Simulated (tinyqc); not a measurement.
Inside a calculation. Model: effective-mass impurity with a central-cell term, in a basis of Slater functions. Computed by tinyqc, a small Python program that keeps every step. Command: `OMP_NUM_THREADS=1 python tinyqc.py 3013081 3013082 out.jsonl centralcell walk`. One thread of a shared host (Intel(R) Xeon(R) Processor @ 2.30GHz), about 0.01 s of CPU time with the checks. Intermediate numbers are printed to about 6 digits and carried at full precision; extremes and crossings named in words are read from the listed rows.

The envelope obeys H = -nabla^2 - (2/r) [Z + A exp(-kappa r)] in effective units, with kappa = a*/lambda; positive A deepens the well near the core.

Inputs (values chosen for the exercise, with screening close to that of CdTe):
```
quantity,value,unit
effective mass m,0.258,m_0
dielectric constant eps,10.2,-
charge Z of the core,1,-
central-cell strength A,3.3,-
central-cell range lambda,0.96,angstrom
basis size n,5,-
smallest exponent zeta_1,0.58,1/a*
ratio beta of exponents,2.7,-
```

Impurity: acceptor, one isotropic band.

Constants: Ry = 13.605693123 eV; a_0 = 0.529177210903 angstrom.

## Effective units

Units: Ry* = Ry m/eps^2 and a* = a_0 eps/m, with m in m_0. kappa = a*/lambda; the hydrogenic ground state is bound by Z^2 Ry*.

Ry* = 33.7396 meV

a* = 20.9210 angstrom

kappa = 21.7927 1/a*

hydrogenic binding energy = 33.7396 meV

## Matrices over the s basis

zeta_i = zeta_1 beta^(i-1), i = 1..n. For s functions exp(-zeta r), with s = zeta_i + zeta_j: S = 2/s^3, T = zeta_i zeta_j S, V = -2 Z/s^2, W = -2 A/(s + kappa)^2; each function is normalised by dividing by sqrt(S_ii S_jj).

exponents (1/a*): [0.58, 1.566, 4.2282, 11.41614, 30.8236]

overlap S:
```
,1,2,3,4,5
1,1.00000,0.70070,0.27639,0.07896,0.01953
2,0.70070,1.00000,0.70070,0.27639,0.07896
3,0.27639,0.70070,1.00000,0.70070,0.27639
4,0.07896,0.27639,0.70070,1.00000,0.70070
5,0.01953,0.07896,0.27639,0.70070,1.00000
```

kinetic T (Ry*):
```
,1,2,3,4,5
1,0.3364,0.636429,0.677799,0.522798,0.349084
2,0.636429,2.452356,4.63957,4.94116,3.81119
3,0.677799,4.63957,17.8777,33.8225,36.0210
4,0.522798,4.94116,33.8225,130.328,246.566
5,0.349084,3.81119,36.0210,246.566,950.093
```

Coulomb V (Ry*):
```
,1,2,3,4,5
1,-1.16,-1.50370,-1.32892,-0.947170,-0.613195
2,-1.50370,-3.132,-4.05998,-3.58810,-2.55736
3,-1.32892,-4.05998,-8.4564,-10.9619,-9.68786
4,-0.947170,-3.58810,-10.9619,-22.83228,-29.5973
5,-0.613195,-2.55736,-9.68786,-29.5973,-61.6472
```

central cell W (Ry*):
```
,1,2,3,4,5
1,-0.00977736,-0.0398780,-0.143281,-0.393985,-0.705194
2,-0.0398780,-0.163200,-0.591044,-1.65022,-3.01580
3,-0.143281,-0.591044,-2.18095,-6.31704,-12.1559
4,-0.393985,-1.65022,-6.31704,-19.7245,-42.5019
5,-0.705194,-3.01580,-12.1559,-42.5019,-111.047
```

## Generalised eigenproblem

(T + V + W) c = E S c with c^T S c = 1 and the largest component positive.

two lowest levels (Ry*): [-1.03966, 0.04111]

coefficients of the lowest state: [0.465989, 0.650239, -0.064383, 0.018358, -0.000964]

<T> = 1.22300 Ry*

<W> = -0.0797940 Ry*

## Converged levels

Large basis: zeta_i = 0.06 x 1.6^(i-1), i = 1..22, same formulas; for p functions r exp(-zeta r): S = 24/s^5, T = zeta_i zeta_j S (centrifugal term included), V = -12 Z/s^4, W = -12 A/(s + kappa)^4; overlap eigenvalues below 1e-11 are dropped. Binding energies are -E Ry*; the effective quantum number is nu = Z/sqrt(-E); |psi(0)|^2 is given relative to the hydrogenic Z^3/(pi a*^3).

1s binding energy = 35.7578 meV

2s binding energy = 8.68030 meV

2p binding energy = 8.43496 meV

effective quantum number of 1s = 0.971370

relative |psi(0)|^2 = 2.22635

The central cell moves 1s by +2.018 meV, 2s by +0.245 meV and 2p by a negligible amount: p states vanish at the core, so the 2p level gives the hydrogenic scale and 1s the chemical shift. The small basis lies 0.68 meV above the converged 1s level.

## Chemical shift by three methods

First order: shift = 8 A Z^3/(2 Z + kappa)^2 Ry*. One exponent: minimise zeta^2 - 2 Z zeta - 8 A zeta^3/(2 zeta + kappa)^2 by golden section on 0.2 to 6 Z. All shifts are the binding beyond Z^2 Ry*.

Shift of the 1s binding energy (meV):
```
A,first order,one exponent,large basis
-3.300,-1.57347,-1.44162,-1.29371
-1.650,-0.78673,-0.75198,-0.70962
0.330,0.15735,0.15884,0.16086
0.825,0.39337,0.40284,0.41614
1.650,0.78673,0.82583,0.88369
3.300,1.57347,1.74051,2.01817
4.120,1.96445,2.23411,2.71180
```

The three columns are ordered, first order <= one exponent <= large basis, since each is a variational bound with more freedom. At the largest attractive A first order gives 72 % and one exponent 82 % of the shift; at the most repulsive A the true shift is -1.294 meV against -1.573. Attraction pulls the envelope in and feeds itself, repulsion pushes it out and saturates.

## Convergence with the basis

The error is the lowest level above the large-basis value.

Error of the 1s level:
```
n,error (meV),largest exponent (1/a*)
1,7.63995,5.80000e-01
2,1.13301,1.56600e+00
3,1.06068,4.22820e+00
4,0.69083,1.14161e+01
5,0.68003,3.08236e+01
6,0.67385,8.32237e+01
7,0.67197,2.24704e+02
8,0.67142,6.06700e+02
```

The error falls from 7.64 to 0.671 meV. The last function changes it by less than 5 %: it has levelled off, and what remains is set by beta and zeta_1, not by the range of exponents.

Checks made by the program: the large basis at A = 0 against Z^2, Z^2/4 and Z^2/4 (relative difference 5e-06).
